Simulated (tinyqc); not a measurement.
Inside a calculation. Method: Pariser-Parr-Pople SCF with singles CI, for the molecule Nc1nc2nccnc2[nH]1 (SMILES; centres numbered as the heavy atoms are written). One step of it, computed by the program tinyqc.

Problem. PPP integrals. Mataga-Nishimoto: gamma = 14.399645/(R + a), a = 2 x 14.399645/(gamma_rr + gamma_ss); H_rr = -W_r - sum_(s != r) z_s gamma_rs; H_rs = beta for bonds.

Centres (angstrom, eV; a flat drawing with bonds scaled to 1.40 angstrom):
```
centre          x          y  core charge z          W   gamma_rr
1N      -3.445000   0.000000              2  25.600000  16.800000
2C      -2.045000   0.000000              1  11.160000  11.130000
3N      -1.222000  -1.133000              1  14.100000  12.300000
4C       0.110000  -0.700000              1  11.160000  11.130000
5N       1.322000  -1.400000              1  14.100000  12.300000
6C       2.535000  -0.700000              1  11.160000  11.130000
7C       2.535000   0.700000              1  11.160000  11.130000
8N       1.322000   1.400000              1  14.100000  12.300000
9C       0.110000   0.700000              1  11.160000  11.130000
10N     -1.222000   1.133000              2  25.600000  16.800000
```

Resonance integrals (eV):
```
i    j       beta
1    2  -2.300000
2    3  -2.570000
3    4  -2.570000
4    5  -2.570000
5    6  -2.570000
6    7  -2.450000
7    8  -2.570000
8    9  -2.570000
9   10  -2.300000
10   2  -2.300000
9    4  -2.450000
```

Give: repulsion gamma_rs; core matrix H.

Solution.

repulsion gamma_rs (eV), order 1N, 2C, 3N, 4C, 5N, 6C, 7C, 8N, 9C, 10N:
```
[[16.8000, 5.9230, 4.1322, 3.0938, 2.4169, 2.0419, 2.0419, 2.4169, 3.0938, 4.2956],
 [5.9230, 11.1300, 5.4761, 4.0453, 2.9534, 2.4295, 2.4295, 2.9534, 4.0453, 5.9222],
 [4.1322, 5.4761, 12.3000, 5.4756, 3.8619, 2.8736, 2.6619, 3.0247, 4.1200, 4.4229],
 [3.0938, 4.0453, 5.4756, 11.1300, 5.4777, 3.8722, 3.5174, 3.9410, 5.3455, 4.3675],
 [2.4169, 2.9534, 3.8619, 5.4777, 12.3000, 5.4759, 3.9404, 3.6265, 3.9410, 3.1443],
 [2.0419, 2.4295, 2.8736, 3.8722, 5.4759, 11.1300, 5.3455, 3.9404, 3.5174, 2.7631],
 [2.0419, 2.4295, 2.6619, 3.5174, 3.9404, 5.3455, 11.1300, 5.4759, 3.8722, 2.9918],
 [2.4169, 2.9534, 3.0247, 3.9410, 3.6265, 3.9404, 5.4759, 12.3000, 5.4777, 4.0589],
 [3.0938, 4.0453, 4.1200, 5.3455, 3.9410, 3.5174, 3.8722, 5.4777, 11.1300, 5.9216],
 [4.2956, 5.9222, 4.4229, 4.3675, 3.1443, 2.7631, 2.9918, 4.0589, 5.9216, 16.8000]]
```

core matrix H (eV), order 1N, 2C, 3N, 4C, 5N, 6C, 7C, 8N, 9C, 10N:
```
[[-59.3516, -2.3000, 0.0000, 0.0000, 0.0000, 0.0000, 0.0000, 0.0000, 0.0000, 0.0000],
 [-2.3000, -59.1829, -2.5700, 0.0000, 0.0000, 0.0000, 0.0000, 0.0000, 0.0000, -2.3000],
 [0.0000, -2.5700, -58.7042, -2.5700, 0.0000, 0.0000, 0.0000, 0.0000, 0.0000, 0.0000],
 [0.0000, 0.0000, -2.5700, -57.7572, -2.5700, 0.0000, 0.0000, 0.0000, -2.4500, 0.0000],
 [0.0000, 0.0000, 0.0000, -2.5700, -54.4990, -2.5700, 0.0000, 0.0000, 0.0000, 0.0000],
 [0.0000, 0.0000, 0.0000, 0.0000, -2.5700, -48.2245, -2.4500, 0.0000, 0.0000, 0.0000],
 [0.0000, 0.0000, 0.0000, 0.0000, 0.0000, -2.4500, -48.4704, -2.5700, 0.0000, 0.0000],
 [0.0000, 0.0000, 0.0000, 0.0000, 0.0000, 0.0000, -2.5700, -55.4911, -2.5700, 0.0000],
 [0.0000, 0.0000, 0.0000, -2.4500, 0.0000, 0.0000, 0.0000, -2.5700, -59.5097, -2.3000],
 [0.0000, -2.3000, 0.0000, 0.0000, 0.0000, 0.0000, 0.0000, 0.0000, -2.3000, -67.7835]]
```
